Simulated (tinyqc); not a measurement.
Pump-down curve: gas flow in a process chamber: flow regimes, conductance, effective pumping speed, pump-down, outgassing and purge. Computed by tinyqc, a small Python program. Command: `OMP_NUM_THREADS=1 python tinyqc.py 3121583 3121584 out.jsonl pump walk`. One thread of a shared host (Intel(R) Xeon(R) Processor @ 2.30GHz), about 0.1 s of CPU time with the checks.

Ideal gas, isothermal flow, a pump of constant speed at the end of a round pipe; process gas, volume gas and outgassing are given the same properties. 1 sccm = 101325 Pa x 1e-6 m^3/60 s x T/273.15 K.

Inputs (values chosen for the exercise, modelled on oxygen near room temperature):
```
quantity                     value            unit
molar mass M                    32           g/mol
molecular diameter            0.36              nm
viscosity eta                 20.6   micropascal s
temperature T                  350               K
chamber volume V                54               L
wall area                      3.7             m^2
pipe diameter d                 10              cm
pipe length l                  210              cm
pump speed S                   690             L/s
outgassing rate after 1 h  6.3e-06  Pa m^3/(s m^2)
outgassing exponent n         0.97               -
starting pressure p0          2500              Pa
```

Constants: k_B = 1.380649e-23 J/K; u = 1.6605390666e-27 kg.

Method:
- Mean speed c = sqrt(8 k_B T/(pi m)); aperture conductance C_a = c pi d^2/16; molecular pipe C_m = C_a/(1 + 3 l/(4 d)) (Dushman form); viscous pipe C_v = pi d^4 p_mean/(128 eta l); Knudsen interpolation C = C_v + C_m (1 + x)/(1 + 1.24 x), x = d p_mean sqrt(m/(k_B T))/eta.
- Effective speed 1/S_eff = 1/S + 1/C_m; time constant V/S_eff; pressure at which the free path k_B T/(sqrt2 pi d_m^2 p) equals d.
- Pump-down: V dp/dt = -S_eff(p) p + q(t) A, with S_eff = S p_2/p, where p_2 solves C((p + p_2)/2) (p - p_2) = S p_2 at each moment, and q(t) = q_1 (1 h/(t + 10 s))^n; integrated adaptively. At long times p = q(t) A/S_eff.
- S_eff(p) is tabulated at 260 pressures and interpolated in ln p. Comparison columns: p0 exp(-t/time constant) with the molecular S_eff (0 below 1e-26 p0), and the outgassing limit.

time constant = 1.03553 s

S_eff in molecular flow = 52.1474 L/s

Pressure against time:
```
t (s)       p (Pa)  S_eff (L/s)  volume gas only (Pa)  outgassing limit (Pa)
0.3     6.5340e+01       574.69            1.8712e+03             1.3106e-01
1       2.5460e+00       109.08            9.5180e+02             1.2296e-01
3       3.0195e-01        52.90            1.3796e+02             1.0457e-01
10      7.6446e-02        49.93            1.5995e-01             6.8853e-02
30      3.7351e-02        50.45            6.5478e-10             3.5150e-02
100     1.3517e-02        51.32                     0             1.3176e-02
300     4.8702e-03        51.81                     0             4.8228e-03
1000    1.5385e-03        52.04                     0             1.5337e-03
3600    4.4621e-04        52.11                     0             4.4580e-04
20000   8.4681e-05        52.14                     0             8.4667e-05
100000  1.7779e-05        52.15                     0             1.7778e-05
```

What follows from these numbers?

From t = 10 s on the pressure is within 20 % of the outgassing limit, which falls only as (t + 10 s)^-0.97: walls, not volume, set the time to base pressure. Early on viscous flow raises S_eff to 575 L/s, 11.0 times its molecular value.
